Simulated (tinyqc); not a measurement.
Inside a calculation. Model: thin-film transistor with exponential tail and deep states, accumulation layer.

Computed by the program tinyqc: `OMP_NUM_THREADS=1 python tinyqc.py 2610010 2610011 out.jsonl`, one thread of a shared Intel Xeon 2.30GHz, about 0.01 s for the whole run. Printed values are rounded.

An undoped film in accumulation, thicker than the space-charge layer. With band bending psi the Fermi level lies E0 - psi below the band edge. Free electrons n = n0 exp(psi/Vt) carry the current; electrons in two exponential distributions of traps, a = a0 exp(psi/Va) and d = d0 exp(psi/Vp), do not. Linear regime, ohmic contacts, traps in equilibrium.

Parameters, values chosen for the exercise; values close to those of amorphous silicon: temperature T = 250 K; relative permittivity of the semiconductor eps_r = 11.8; density of extended states Nc = 4.7e19 cm^-3; band mobility mb = 11 cm^2/(V s); total density of tail states Nt = 9.9e19 cm^-3; characteristic temperature of the tail Tt = 350 K; total density of deep states Nd = 5.9e17 cm^-3; characteristic temperature of the deep states Td = 1200 K; bulk Fermi level below the band edge E0 = 0.69 eV; gate capacitance Ci = 20 nF/cm^2; ratio W/L WL = 2; drain voltage Vd = 0.1 V; gate voltage above flat band Vg = 8.1 V.

Constants: q = 1.602176634e-19 C, kB = 1.380649e-23 J/K, Vt = kB T/q, eps0 = 8.8541878128e-14 F/cm where lengths are in cm. Results are converted to the units shown.

## Bulk densities

Va = kB Tt/q, Vp = kB Td/q; n0 = Nc exp(-E0/Vt), a0 = Nt th(T/Tt) exp(-E0/Va), d0 = Nd th(T/Td) exp(-E0/Vp), th(x) = pi x/sin(pi x).

Va = 0.03016067 V
Vp = 0.1034080 V
th(T/Tt) = 2.870177
n0 = 5.785089e5 cm^-3
a0 = 3.295954e10 cm^-3
d0 = 8.024926e14 cm^-3

## Iteration 1: surface potential by Newton steps

psi at the start = 0.74 V

Va = kB Tt/q, Vp = kB Td/q. G(psi) = sum over the three kinds of c0 [V (exp(psi/V) - 1) - psi], field F = sqrt(2 q G/(eps0 eps_r)); Vg = psi + eps0 eps_r F/Ci at the surface. f = psi + eps0 eps_r F/Ci - Vg, f' = 1 + q rho/(Ci F) with rho = sum c0 (exp(psi/V) - 1); psi(new) = psi - f/f'.

F = 4121.696 kV/cm
f = 207.9562 V
f' = 3831.494
psi after iteration 1 = 0.6857245 V

## Iteration 2: surface potential by Newton steps

As before.

F = 1598.367 kV/cm
f = 76.08395 V
f' = 1433.105
psi after iteration 2 = 0.6326342 V

## Course of the iteration: surface potential by Newton steps

Stop when psi changes by less than 1e-10 V, or after 30 iterations. psi must stay between 0 and 5 V.

Course of the iteration:
```
iteration,psi (V),|change| (V)
1,0.6857245,0.0543
2,0.6326342,0.0531
3,0.5856890,0.0469
4,0.5525926,0.0331
5,0.5386901,0.0139
6,0.5367266,1.96e-3
7,0.5366924,3.41e-5
8,0.5366924,1.01e-8
9,0.5366924,< 1e-14
```

Converged in 9 iterations. At the end the number of correct digits about doubles with each step.

## Free and total charge, current

psi_s = 0.5366924 V

Va = kB Tt/q, Vp = kB Td/q. G(psi) = sum over the three kinds of c0 [V (exp(psi/V) - 1) - psi], field F = sqrt(2 q G/(eps0 eps_r)); Vg = psi + eps0 eps_r F/Ci at the surface. Total charge Q = Ci (Vg - psi_s); free charge Qf = q times the integral of n0 (exp(psi/Vt) - 1)/F over psi from 0 to psi_s; I = (W/L) mb Qf Vd; effective mobility mb Qf/Q.

surface densities (cm^-3): free 3.815515e16, tail 1.762025e18, deep 1.440290e17
Q = 151.2662 nC/cm^2
Qf = 1.249689 nC/cm^2
effective mobility = 0.09087679 cm^2/(V s)
I = 2.749316 nA

0.826 % of the induced charge is free, against 1.96 % of the electrons right at the surface.
